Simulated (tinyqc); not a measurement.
Hubbard chain of 6 sites, step by step. One step of it, computed by the program tinyqc.

Question. Mean-field iteration 1. H(up) = T + U n(down), H(down) = T + U n(up); fill the lowest levels; n(new) = n + mixing (n(out) - n); E = tr T (rho up + rho down) + U sum n_up n_down of the output.

one-body matrix (hopping and site energies) (eV), lower triangle:
```
           1          2          3          4          5         6
1   0.000000
2  -1.850000   0.000000
3   0.000000  -1.850000   0.000000
4   0.000000   0.000000  -1.850000   0.000000
5   0.000000   0.000000   0.000000  -1.850000   0.000000
6   0.000000   0.000000   0.000000   0.000000  -1.850000  0.000000
```

U = 7.800000 eV

electrons, up and down: 2  2

mixing = 1

n(up) at the start (a guess, not normalised): 1 0.383000, 2 0.283000, 3 0.383000, 4 0.283000, 5 0.383000, 6 0.283000

n(down) at the start (a guess): 1 0.283000, 2 0.383000, 3 0.283000, 4 0.383000, 5 0.283000, 6 0.383000

Give: levels, up; levels, down; energy; n(up) after iteration 1; n(down) after iteration 1.

Answer.

levels, up (eV): -0.759  0.258  1.686  3.508  4.937  5.954

levels, down (eV): -0.759  0.258  1.686  3.508  4.937  5.954

energy = -5.712 eV

n(up) after iteration 1: 1 0.264, 2 0.381, 3 0.366, 4 0.285, 5 0.512, 6 0.193

n(down) after iteration 1: 1 0.193, 2 0.512, 3 0.285, 4 0.366, 5 0.381, 6 0.264
